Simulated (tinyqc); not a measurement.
## Slope factor and drain-induced lowering from three currents

Problem. With source and body at 0 V, I = A exp((Vg + dd Vd)/(nf Vt)) (1 - exp(-Vd/Vt)). Find nf, the swing nf Vt ln 10 and dd.

Parameters, values chosen for the exercise: temperature T = 378 K.

Constants: q = 1.602176634e-19 C, kB = 1.380649e-23 J/K, Vt = kB T/q. Results are converted to the units shown.

currents at (Vg, Vd) = (0, 0.05), (0, 1) and (0.08, 1) V (nA/um): 0.66056922  7.1474341  36.747684

Answer. The pair at equal Vd gives nf; the pair at equal Vg, after dividing out the factors 1 - exp(-Vd/Vt), gives dd.

nf = 1.500
swing = 112.5 mV/decade
dd = 0.1100

tinyqc, about 0.03 s, one thread, Intel Xeon 2.30GHz (shared host): `OMP_NUM_THREADS=1 python tinyqc.py 2242029 2242030 out.jsonl`
